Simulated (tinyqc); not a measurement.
Coherent transport through a tight-binding region between two chains, step by step. Computed by tinyqc, a small Python program that keeps every step. Settings: temperature = 4, mu = 0.42. Command: `OMP_NUM_THREADS=1 python tinyqc.py 23349 23350 out.jsonl` (the two numbers bound the seeds that draw the settings). One thread of a shared host (Intel(R) Xeon(R) Processor @ 2.60GHz), about 0.09 s of CPU time with the checks.

## Transmission at E = -0.57 eV

H of the central region (eV), lower triangle:
```
,1,2,3,4,5,6
1,-0.71000
2,-1.53000,0.51000
3,0.00000,-1.53000,-0.40000
4,0.00000,0.00000,-1.53000,0.43000
5,0.00000,0.00000,0.00000,-1.53000,-0.39000
6,-1.53000,0.00000,0.00000,0.00000,-1.53000,-0.92000
```

Leads: semi-infinite chains with site energy 0:
```
parameter,value
lead hopping t (eV),2.430000
coupling to the left lead (eV),1.170000
coupling to the right lead (eV),0.740000
left contact site,1
right contact site,4
```

E = -0.57000 eV

Surface Green function g = (E - i sqrt(4 t^2 - E^2)) / (2 t^2); self-energy tc^2 g on each contact site; G = (E - H - Sigma)^(-1); Gamma = -2 Im Sigma; T = Gamma_L Gamma_R |G_LR|^2; local density of states -Im G_ii / pi.

g = -0.04827-0.40868i 1/eV

G (1/eV), lower triangle:
```
,1,2,3,4,5,6
1,0.18019-0.04216i
2,0.32416-0.03187i,0.00921-0.06031i
3,0.04863+0.01966i,0.33594-0.01070i,0.18851-0.02721i
4,-0.31875+0.03406i,0.02812+0.05912i,0.33860+0.00768i,0.00950-0.05827i
5,-0.24647+0.04864i,-0.30940+0.04421i,0.02808-0.01743i,0.31252-0.04615i,0.16403-0.05764i
6,0.28976-0.02834i,-0.06452-0.05392i,-0.33530-0.00973i,0.02726+0.05284i,0.36038+0.03936i,0.01513-0.04821i
```

local density of states (1/eV): 0.01342  0.01920  0.00866  0.01855  0.01835  0.01535

transmission = 0.05146

## Transmission across the band

The same steps on a grid of energies.

T(E):
```
E (eV),T
-4.6170000,0.00019
-4.1553000,0.00298
-3.6936000,0.09739
-3.2319000,0.11269
-2.7702000,0.07925
-2.3085000,0.19463
-1.8468000,0.02408
-1.3851000,0.19823
-0.9234000,0.07214
-0.4617000,0.04894
0.0000000,0.05062
0.4617000,0.08309
0.9234000,0.36501
1.3851000,0.14026
1.8468000,0.42206
2.3085000,0.14328
2.7702000,0.29086
3.2319000,0.08145
3.6936000,0.00386
4.1553000,0.00047
4.6170000,4.89e-05
```

levels of the isolated region (eV): -3.42554  -1.92207  -1.64656  1.01209  1.58028  2.92180

## Current

I = (2e/h) int T(E) [f(E - mu - V/2) - f(E - mu + V/2)] dE at 4 K with mu = 0.42 eV, the bias not changing H; 2e^2/h = 77.48092 microsiemens; the integral runs over the band on 4001 points.

Current:
```
V (volt),I (microampere)
0.01000,0.06109
0.05000,0.30291
0.10000,0.60030
0.20000,1.21518
0.40000,2.50779
0.80000,5.82908
```
